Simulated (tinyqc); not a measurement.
# Surface potential of a MOS transistor: implicit equation and explicit approximations: what changes with what

p-type body, charge-sheet picture, depletion and inversion only, full ionisation (an idealisation for deep acceptors), Boltzmann statistics (rough once Na exp(x - xn) passes about Nc/7). In units of Vt: xg = (Vg - Vfb)/Vt, x = psi/Vt, G = gamma/sqrt(Vt), xn = (2 phiF + Vc)/Vt. The implicit equation is (xg - x)^2 = G^2 [x - 1 + exp(x - xn)] for x above about 3. Cox = eps0 eox/tox.

Values chosen for this exercise; band and dielectric values close to those of silicon: temperature T = 300 K; band gap Eg = 1.1 eV; relative permittivity eps_r = 11.9; conduction-band density of states at T Nc = 2.83e19 cm^-3; valence-band density of states at T Nv = 2.66e19 cm^-3; relative permittivity of the gate insulator (close to hafnium oxide) eox = 21.6; insulator thickness tox = 51 nm; acceptor density Na = 3.2e17 cm^-3; flat-band voltage Vfb = -0.82 V; channel-body voltage Vc = 0.2 V; gate-body voltage Vg = 1.83 V.

Constants: q = 1.602176634e-19 C, kB = 1.380649e-23 J/K, Vt = kB T/q, eps0 = 8.8541878128e-14 F/cm where lengths are in cm. Results are converted to the units shown.

Each table varies one quantity; the others keep the values above.

## Accuracy of the approximations against gate voltage

ni = sqrt(Nc Nv) exp(-Eg/(2 Vt)), Eg in volts; phiF = Vt ln(Na/ni); gamma = sqrt(2 q eps0 eps_r Na)/Cox; VT = Vfb + Vt (xn + G sqrt(xn - 1)). Depletion value a = 1 + [sqrt(G^2/4 + xg - 1) - G/2]^2; inversion value b = xn + ln[(xg - xn)^2/G^2 - xn + 1] and first guess y = min(a, b) - ln(1 + exp(-|a - b|)) if a > xn + 1, else b = y = a; one second-order correction with D = exp(y - xn), p = 2 (xg - y) + G^2 (1 + D), w = (xg - y)^2 - G^2 (y - 1 + D): z = y + 2 w/(p + sqrt(p^2 - 2 (2 - G^2 D) w)), or the Newton step z = y + w/p where the root is not real. N_inv = (Cox Vt G/q) [sqrt(x - 1 + exp(x - xn)) - sqrt(x - 1)] at the root. Lambert form (Cox m Vt/q) W0[(G/(2 m sqrt(xn - 1))) exp((Vg - VT)/(m Vt))], m = 1 + G/(2 sqrt(xn - 1)). Errors under 1e-4 mV, and the linear form below VT, are printed as 0.

Accuracy of the approximations against gate voltage:

| Vg (V) | psi (V) | x - xn | error of y (mV) | error of z (mV) | N_inv (cm^-2) | Cox (Vg - VT)/q (cm^-2) | Lambert form (cm^-2) |
|---|---|---|---|---|---|---|---|
| 0.75 | 0.7992 | -10.47 | 2.44e-4 | 0 | 8.561e5 | 0 | 5.823e5 |
| 0.95 | 0.9344 | -5.238 | 0.0432 | 0 | 1.478e8 | 0 | 1.306e8 |
| 1.15 | 1.066 | -0.1373 | 6.74 | -0.0193 | 2.254e10 | 1.067e10 | 2.261e10 |
| 1.35 | 1.133 | 2.430 | 13.4 | -0.806 | 2.696e11 | 4.788e11 | 2.748e11 |
| 1.55 | 1.158 | 3.407 | 10.2 | -0.342 | 6.541e11 | 9.469e11 | 6.663e11 |
| 1.75 | 1.173 | 3.987 | 7.81 | -0.146 | 1.073e12 | 1.415e12 | 1.092e12 |
| 1.95 | 1.184 | 4.405 | 6.46 | -0.0793 | 1.505e12 | 1.883e12 | 1.531e12 |
| 2.15 | 1.192 | 4.736 | 5.57 | -0.0496 | 1.945e12 | 2.351e12 | 1.977e12 |
| 2.35 | 1.199 | 5.011 | 4.93 | -0.0339 | 2.390e12 | 2.819e12 | 2.427e12 |

What does the comparison show?

psi rises from 0.799 to 1.20 V and ends 5.0 Vt above 2 phiF + Vc. Among the rows the first guess is off by at most 13 mV (at Vg = 1.35 V) and the corrected value by at most 0.81 mV. In the last row the linear form is 18 % above N_inv and the Lambert form 1.6 % above it; in the first row the Lambert form is 32 % below it. For Vg = 1.55, 1.75, 1.95, 2.15, 2.35 the electron quasi-Fermi level lies less than 2 Vt below the band edge at the surface, or above it, where degeneracy and confinement, left out, matter.

## Effect of the acceptor density at fixed gate voltage

Same model as above.

Vfb is held fixed.

Effect of the acceptor density at fixed gate voltage:

| Na (cm^-3) | psi (V) | x - xn | error of y (mV) | error of z (mV) | N_inv (cm^-2) | Cox (Vg - VT)/q (cm^-2) | Lambert form (cm^-2) |
|---|---|---|---|---|---|---|---|
| 1.1e16 | 1.106 | 8.146 | 6.73 | -0.0933 | 3.218e12 | 3.752e12 | 3.327e12 |
| 2.3e16 | 1.124 | 7.370 | 6.32 | -0.0760 | 2.995e12 | 3.493e12 | 3.084e12 |
| 5.1e16 | 1.143 | 6.513 | 5.99 | -0.0635 | 2.661e12 | 3.123e12 | 2.728e12 |
| 1.1e17 | 1.160 | 5.639 | 5.92 | -0.0608 | 2.205e12 | 2.632e12 | 2.253e12 |
| 2.4e17 | 1.174 | 4.622 | 6.53 | -0.0825 | 1.549e12 | 1.931e12 | 1.578e12 |
| 5.3e17 | 1.175 | 3.074 | 10.1 | -0.331 | 6.206e11 | 9.062e11 | 6.304e11 |
| 1.2e18 | 0.9864 | -5.872 | 0.0338 | 0 | 1.477e8 | 0 | 1.247e8 |
| 2.6e18 | 0.6602 | -20.04 | 0 | 0 | 188.4 | 0 | 28.31 |

As Na goes from 1.1e16 to 2.6e18, psi goes from 1.11 through a maximum of 1.18 (at Na = 5.3e17 among the rows listed) to 0.660 V, x - xn falls from 8.15 to -20.0 and N_inv falls from 3.22e12 to 188 cm^-2. The Lambert form lies between 0.150 and 1.03 times N_inv. For Na = 1.1e16, 2.3e16, 5.1e16, 1.1e17, 2.4e17, 5.3e17 the electron quasi-Fermi level lies less than 2 Vt below the band edge at the surface, or above it, where degeneracy and confinement, left out, matter.

Computed by the program tinyqc: `OMP_NUM_THREADS=1 python tinyqc.py 2122205 2122206 out.jsonl`, one thread of a shared Intel Xeon 2.30GHz, about 0.01 s for the whole run.
